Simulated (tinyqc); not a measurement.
A short-path metal as competitor: size effects in the resistivity of thin metal films and interconnect lines. Computed by tinyqc, a small Python program. Command: `OMP_NUM_THREADS=1 python tinyqc.py 3030807 3030808 out.jsonl size walk`. One thread of a shared host (Intel(R) Xeon(R) Processor @ 2.30GHz), about 0.01 s of CPU time with the checks.

Electrons lose their drift at surfaces (a share 1 - p of the hits) and at grain boundaries (reflection R), besides bulk scattering. The line sits in a trench with a non-conducting liner on both walls and the bottom; the spacing equals the drawn width.

Inputs (values chosen for the exercise, modelled on iridium): bulk resistivity rho_b = 5.05 microohm cm; bulk mean free path lambda = 7.21 nm; specularity p = 0.34; grain-boundary reflection R = 0.49; grain size over metal width = 1.1; aspect ratio (height over width) = 1.6; liner thickness t = 0.7 nm; competitor: rho_b relative to this metal = 1.6; competitor: lambda relative to this metal = 0.37; competitor: liner relative to t = 0.24.

Geometry: line.

Method:
- Fuchs-Sondheimer film: rho_b/rho = 1 - (3/(2 kappa))(1 - p) int_0^1 (s - s^3)(1 - exp(-kappa/s))/(1 - p exp(-kappa/s)) ds, f = rho/rho_b, kappa = thickness/lambda, 80 Gauss-Legendre points.
- Line: the excess of a film of thickness w_m and of a film of thickness h_m are added, rho/rho_b = 1 + (f(w_m) - 1) + (f(h_m) - 1), an estimate that holds best when both sides exceed lambda.
- Mayadas-Shatzkes: alpha = (lambda/D) R/(1 - R); rho_b/rho = 1 - 3 alpha/2 + 3 alpha^2 - 3 alpha^3 ln(1 + 1/alpha).
- w_m = w - 2t, h_m = (aspect ratio) w - t, D = (ratio) w_m; rho = rho_b [1 + surface excess + grain excess].
- Effective resistivity rho (aspect ratio) w^2/(w_m h_m) for the metal with its liner, for the same metal without liner, and for a competitor with its own rho_b, lambda and liner, and for that competitor with the liner t; p, R, aspect and grain ratios are the same.

Effective resistivity (microohm cm):
```
w (nm)  this metal  without liner  competitor  competitor, liner t
200          5.411          5.359       8.282                8.342
100          5.780          5.666       8.485                8.609
50           6.546          6.275       8.894                9.165
30           7.638          7.083       9.445                9.951
20           9.130          8.094      10.145               11.015
14          11.282          9.392      11.069               12.534
10          14.620         11.120      12.345               14.872
7           20.868         13.694      14.361               19.213
5           32.400         17.093      17.252               27.141
```

What follows from these numbers?

The competitor wins below a width between 20.0 and 14.0 nm. In narrow lines rho scales as rho_b lambda/w, and the product rho_b lambda of the competitor is 0.59 times this metal's. At the narrowest width the liner costs this metal a factor 1.90. With the same liner the competitor wins below a width between 10.0 and 7.00 nm; at the narrowest width the thinner liner lowers it from 27.1 to 17.3. Rows with w - 2t below lambda stretch the additive estimate. Metal widths below about 5 nm are outside this semiclassical model.

Extremes, crossings and ranges named in words are read from the listed rows.
